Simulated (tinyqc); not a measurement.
Quantum-well laser, gain and threshold: one step of the calculation.

One electron and one heavy-hole subband per well, parabolic, with equal sheet densities n of electrons and holes; k-conserving transitions, TE polarisation, no line broadening, so the gain starts as a step at E0 and peaks there. All wells are pumped alike.

Problem. Quasi-Fermi levels and threshold current. Fc = Vt ln(exp(n/Nc) - 1) above the electron subband edge, Fv = Vt ln(exp(n/Nv) - 1) below the hole subband edge; gain extends from E0 to E0 + Fc + Fv. Jth = q Nw (A n + B n^2 + C n^3)/eta at n = nth, Ith = Jth Wd Lc; differential efficiency of both facets eta am/(ai + am).

Parameters, values chosen for the exercise; well values close to those of strained InGaAs:

| symbol | value | unit | meaning |
|---|---|---|---|
| T | 300 | K | temperature |
| Nw | 3 |  | number of wells |
| ai | 15 | 1/cm | internal loss |
| Lc | 1000 | um | cavity length |
| A | 2.4e8 | 1/s | defect recombination coefficient |
| B | 9.2e-5 | cm^2/s | radiative coefficient per well |
| C | 5.7e-18 | cm^4/s | Auger coefficient per well |
| eta | 0.78 |  | injection efficiency |
| Wd | 10 | um | stripe width |

Constants: q = 1.602176634e-19 C, kB = 1.380649e-23 J/K, Vt = kB T/q. Results are converted to the units shown.

nth = 7.3169115e11 cm^-2
Nc = 6.1879381e11 cm^-2
Nv = 1.5226863e12 cm^-2
am = 6.5466666 1/cm

Wanted: Fc; Fv; width of the gain band; Jth; Ith; differential efficiency.

Solution.

Fc = 0.021106 eV
Fv = -0.012487 eV
width of the gain band = 0.0086190 eV
Jth = 139.94 A/cm^2
Ith = 13.994 mA
differential efficiency = 0.23699

The electrons are degenerate and the holes not degenerate at the band edge. Defect, radiative and Auger recombination carry 77, 22 and 0.98 % of the threshold current. Transparency (g = 0) needs n = 6.52e11 cm^-2.

Numbers from tinyqc (`OMP_NUM_THREADS=1 python tinyqc.py 2840129 2840130 out.jsonl`; about 0.02 s on one thread of a shared Intel Xeon 2.30GHz).
